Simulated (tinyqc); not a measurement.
Programming of a floating-gate cell by Fowler-Nordheim tunnelling: one step of the calculation.

Per tunnel area the floating gate has Ctun = 3.9 eps0/tox to the channel (0 V) and Ccg to the control gate, Ct = Ctun/(1 - ag), no other coupling. With the threshold shift U = -Q/Ccg the field is F = ag (Vg - U)/tox, and dU/dt = J/Ccg. Fowler-Nordheim: J = A F^2 exp(-B/F), A = q^2/(16 pi^2 hbar mo phi) (times 1e14 for A/cm^2 with F in V/nm, emitter mass m0), B = (4/3) sqrt(mo/C) phi^1.5, C = hbar^2/(2 m0).

Question. Explicit time steps against the exact solution. U(new) = U + dt J(F(U))/Ccg. Exact: exp(B/F(t)) = exp(B/F(0)) + K t, K = A B ag/(Ccg tox), and U = Vg - tox F/ag.

Values chosen for this exercise; oxide values close to those of silicon dioxide:
- phi = 3.01 eV (tunnel barrier)
- mo = 0.5 m0 (tunnelling mass)
- tox = 7.7 nm (tunnel oxide thickness)
- ag = 0.72 (coupling ratio Ccg/Ct)
- Vt0 = -1.7 V (threshold shift at the start)
- Vg = 11.4 V (control-gate voltage)
- dt = 1.9 us (time step)
- n = 11 (steps)

Constants: q = 1.602176634e-19 C, hbar = 1.054571817e-34 J s, m0 = 9.1093837015e-31 kg, eps0 = 8.8541878128e-14 F/cm where lengths are in cm, hbar^2/(2 m0) = 0.0380998212 eV nm^2. Results are converted to the units shown.

Find: t; F; J; U by steps; U exact.

Answer.

```
step  t (us)  F (V/nm)  J (A/cm^2)  U by steps (V)  U exact (V)
0          0    1.2249     0.17523         -1.7000      -1.7000
1     1.9000    1.1979     0.10537         -1.4113      -1.4662
2     3.8000    1.1817    0.076779         -1.2377      -1.3016
3     5.7000    1.1699    0.060642         -1.1112      -1.1752
4     7.6000    1.1605    0.050168         -1.0113      -1.0730
5     9.5000    1.1528    0.042789         -0.9286      -0.9874
6     11.400    1.1462    0.037299         -0.8581      -0.9139
7     13.300    1.1405    0.033051         -0.7966      -0.8496
8     15.200    1.1354    0.029663         -0.7422      -0.7925
9     17.100    1.1308    0.026898         -0.6933      -0.7412
10    19.000    1.1267    0.024598         -0.6490      -0.6946
11    20.900    1.1229    0.022655         -0.6085      -0.6521
```

Range of the model: Programming fields of 10 MV/cm and more wear the oxide; trapping and the channel potential are ignored.

Numbers from tinyqc (`OMP_NUM_THREADS=1 python tinyqc.py 2130029 2130030 out.jsonl`; about 0.01 s on one thread of a shared Intel Xeon 2.30GHz).
